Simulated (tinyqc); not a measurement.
Worked calculation: type-II superlattice in the two-band Kane model. Values are carried at full precision from step to step, so a last printed digit may differ when a step is redone from the rounded ones.

Motion along the axis, period d = a + b, c = hbar^2/2m0. Conduction and light-hole bands couple: (E - Ec)(E - Ev) = Ep c k^2 in each layer, with mass m(E) = (E - Ev)/Ep, which may be negative. The conduction envelope psi and psi'/m(E) are continuous; a layer carries them by [[cos kt, (m/k) sin kt], [-(k/m) sin kt, cos kt]] (cosh and sinh for k^2 < 0), and cos(q d) = tr(M_B M_A)/2. C1 is the first miniband above EvB, with its bottom at tr/2 = +1 and its top at -1; the gap is the bottom of C1 less the top heavy-hole level HH1.

Constants: hbar^2/2m0 = 3.80998211 eV angstrom^2; hc = 1239.841984 eV nm.

Inputs chosen for the exercise (near those of an InAs/GaSb superlattice; the results hold for these values, not for the real material):
```
symbol  value   unit      meaning
a       41      angstrom  layer A
b       53      angstrom  layer B
EcA     0       eV        conduction edge of A
EvA     -0.416  eV        valence edge of A
EcB     0.92    eV        conduction edge of B
EvB     0.111   eV        valence edge of B
EpA     14.4    eV        coupling energy in A
EpB     18.2    eV        coupling energy in B
E       0.263   eV        trial energy
mhA     0.34    m0        heavy hole in A
mhB     0.28    m0        heavy hole in B
```

## Wave numbers and masses at one energy

Give k^2 and m(E) in both layers.

Layers:
```
layer  k^2 (1/angstrom^2)  m(E) (m0)
A               0.0032549    0.04715
B              -0.0014402    0.00835
```

In B the decay constant is 0.0379 1/angstrom; across the gap of B it peaks at mid-gap, at 0.0486, and vanishes at both edges.

## Transfer matrices

Form M_A, M_B and half the trace of their product.

M_A (angstrom units):
```
          1         2
1  -0.69494   0.59430
2  -0.87003  -0.69494
```

M_B (angstrom units):
```
        1        2
1  3.8035  0.80760
2  16.675   3.8035
```

tr/2 = 1.9605

E lies in a gap of the coupled bands.

## Edges and effective gap

Heavy holes are uncoupled: with e = EvB - E, p = sqrt(mhB e/c), w = sqrt(mhA (EvB - EvA - e)/c), the top level HH1 at q = 0 solves (p/mhB) tan(p b/2) = (w/mhA) tanh(w a/2).

C1 is the first miniband above EvB: bottom at tr/2 = +1, top at -1. The gap is its bottom less HH1; cut-off wavelength hc/gap.

bottom of C1 = 0.2784 eV
top of C1 = 0.3093 eV
HH1 = 0.0785 eV
gap = 0.1999 eV
cut-off = 6.20 micrometre

The bulk edges overlap by 111 meV; confinement lifts the electrons by 278 meV and lowers the holes by 33 meV, which opens the gap. It is 0.48 of the smaller bulk gap.

## Electron mass along the axis

m_z = -2 c f'/d^2 with f = tr/2 differentiated at the bottom of C1 (central difference of 1e-6 eV); compare the bulk edge mass (EcA - EvA)/EpA.

f' = -63.52 1/eV
m_z = 0.0548 m0
bulk edge mass of A = 0.0289 m0

## Checks

- Bottom of C1 from the two-band matrix on a staggered grid of 0.5 angstrom against the transfer matrix, eV: both 0.278.

Program tinyqc; command `OMP_NUM_THREADS=1 python tinyqc.py 1251264 1251265 out.jsonl`; about 3 s on one thread of a shared Intel(R) Xeon(R) Processor @ 2.30GHz.
